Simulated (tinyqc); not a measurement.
## Voltage drop against the resistance of a horizontal segment

A grid of 25 by 25 nodes with segments Rx (rows) and Ry (columns); every node draws I1 and the central node kh I1; pads with resistance Rp sit at the nodes whose row and column are multiples of the pitch, counting from 0. The drops u = Vdd - V follow from G u = i, with G the conductance matrix and i the load currents, solved directly. Here the pitch is 4.

Inputs (values chosen for the exercise): supply voltage Vdd = 0.65 V; resistance of a vertical segment Ry = 0.32 ohm; resistance from a pad node to the supply Rp = 0.078 ohm; factor on the load at the hot node kh = 1; load current of a node in the large grid I1 = 0.62 mA.

Result of one run:
columns A: Rx (ohm); B: pads; C: worst drop (mV); D: mean drop (mV); E: largest drop at a pad (mV); F: largest pad current (mA); G: worst drop over Vdd (%)
```
A   B       C       D        E       F       G
6  49  9.0930  5.9611  0.76900  9.8590  1.3989
```

What becomes of these results when the resistance of a horizontal segment Rx is changed from 6 to 0.38 ohm, all else the same?

Result of the changed run:
columns A: Rx (ohm); B: pads; C: worst drop (mV); D: mean drop (mV); E: largest drop at a pad (mV); F: largest pad current (mA); G: worst drop over Vdd (%)
```
A      B       C       D        E       F        G
0.38  49  1.9000  1.4955  0.76437  9.7996  0.29231
```

The whole series:
columns A: Rx (ohm); B: pads; C: worst drop (mV); D: mean drop (mV); E: largest drop at a pad (mV); F: largest pad current (mA); G: worst drop over Vdd (%)
```
A      B       C       D        E       F        G
0.19  49  1.5705  1.2506  0.76000  9.7436  0.24161
0.38  49  1.9000  1.4955  0.76437  9.7996  0.29231
0.75  49  2.4479  1.8722  0.76621  9.8232  0.37659
1.5   49  3.4494  2.5159  0.76691  9.8322  0.53068
3     49  5.3528  3.6920  0.76770  9.8423  0.82351
6     49  9.0930  5.9611  0.76900  9.8590   1.3989
12    49  16.539  10.446  0.77048  9.8780   2.5444
```

The worst drop rises from 1.57 to 16.5 mV and the mean drop rises from 1.25 to 10.4 mV. The worst drop goes as Rx^(0.27) between the first two rows and Rx^(0.86) between the last two. The central node is itself a pad.

Program tinyqc, `OMP_NUM_THREADS=1 python tinyqc.py 2770170 2770171 out.jsonl`; Intel Xeon 2.30GHz, shared host, one thread, about 0.3 s.
